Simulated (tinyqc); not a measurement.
Depletion-mode phase shifter in a rib waveguide and its Mach-Zehnder modulator: two steps of the calculation.

A lateral p-n junction at x0 in a waveguide whose mode intensity is a Gaussian of rms width s about x = 0; p side at smaller x. Reverse bias removes carriers and raises the index. Abrupt junction, doping uniform over the whole mode, lumped electrode (no travelling-wave effects).

Parameters, values chosen for the exercise; values close to those of silicon near 1550 nm:
```
symbol   value   unit                                     meaning
lam       1550     nm                                  wavelength
eps_r     11.7         relative permittivity of the semiconductor
Na      2.1e17  cm^-3                            acceptor density
Nd      6.2e17  cm^-3                               donor density
Vb        0.92      V                            built-in voltage
s          110     nm     rms width of the lateral mode intensity
x0           0     nm          junction offset towards the n side
L          1.5     mm                 length of the phase shifter
V          1.5      V                                reverse bias
```

Constants: q = 1.602176634e-19 C, eps0 = 8.8541878128e-14 F/cm where lengths are in cm. Results are converted to the units shown.

Problem 1. Depletion edges and mode overlap. W = sqrt(2 eps0 eps_r (Vb + V)(1/Na + 1/Nd)/q); edges xp = x0 - W Nd/(Na + Nd), xn = x0 + W Na/(Na + Nd); F(x) = [1 + erf(x/(sqrt(2) s))]/2.

Find: W at 0 and at V; edge; F.

Solution 1.

W at 0 and at V (nm): [87.09, 141.2]
edge, edge xp(0) to xn(V) (nm): [-65.05, 22.03, -105.5, 35.74]
F, edge xp(0) to xn(V): [0.2771, 0.5794, 0.1687, 0.6274]

Problem 2. Mach-Zehnder modulator. One arm driven from 0 to V: phase 2 pi dneff L/lam; biased at quadrature the output swings between [1 -+ sin(phase/2)]/2; extinction ratio in dB; insertion loss = loss x L.

dneff = 8.1470610e-5
loss = 10.117903 dB/cm

Give: phase; extinction ratio; insertion loss.

Solution 2.

phase = 0.15769 pi
extinction ratio = 2.1738 dB
insertion loss = 1.5177 dB

Numbers from tinyqc (`OMP_NUM_THREADS=1 python tinyqc.py 2650035 2650036 out.jsonl`; about 0.01 s on one thread of a shared Intel Xeon 2.30GHz).
